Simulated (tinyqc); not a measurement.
Threshold-voltage variability of a planar MOSFET, analytic estimates: one step of the calculation.

Three independent sources add in quadrature: random dopants in the depleted layer, metal-gate grains of two orientations, and roughness of the two gate edges acting through the roll-off VT = VT(long) - Vr exp(-L/l). These are first-order estimates: no three-dimensional electrostatics, no percolation.

Question. Random dopants. ni = sqrt(Nc Nv) exp(-Eg/(2 Vt)), Eg in volts; Cox = 3.9 eps0/ti; Wd = sqrt(4 eps0 eps_r Vt ln(Na/ni)/(q Na)); dopants: s1 = (q/Cox) sqrt(Na Wd/(3 L W)). The slope A1 = s1 sqrt(L W); mean number of dopants Na L W Wd.

Inputs (values chosen for the exercise); material values close to those of germanium:
```
symbol    value   unit                                     meaning
T           293      K                                 temperature
Eg        0.659     eV                                    band gap
eps_r      16.1         relative permittivity of the semiconductor
Nc      9.94e18  cm^-3      conduction-band density of states at T
Nv      5.84e18  cm^-3         valence-band density of states at T
Na       1.7e18  cm^-3                              channel doping
ti          1.5     nm     oxide-equivalent thickness in inversion
L            65     nm                                 gate length
W            69     nm                                  gate width
```

Constants: q = 1.602176634e-19 C, kB = 1.380649e-23 J/K, Vt = kB T/q, eps0 = 8.8541878128e-14 F/cm where lengths are in cm. Results are converted to the units shown.

Wanted: Cox; Wd; mean number of dopants; A1; s1.

Answer.

Cox = 2.302 uF/cm^2
Wd = 24.71 nm
mean number of dopants = 188.4
A1 = 0.8235 mV um
s1 = 12.30 mV

Counting alone, 1/sqrt(N) of the depletion voltage q Na Wd/Cox = 292 mV, would give sqrt(3) times more: dopants deep in the layer act less on the surface.

Numbers from tinyqc (`OMP_NUM_THREADS=1 python tinyqc.py 2090155 2090156 out.jsonl`; about 0.01 s on one thread of a shared Intel Xeon 2.30GHz).
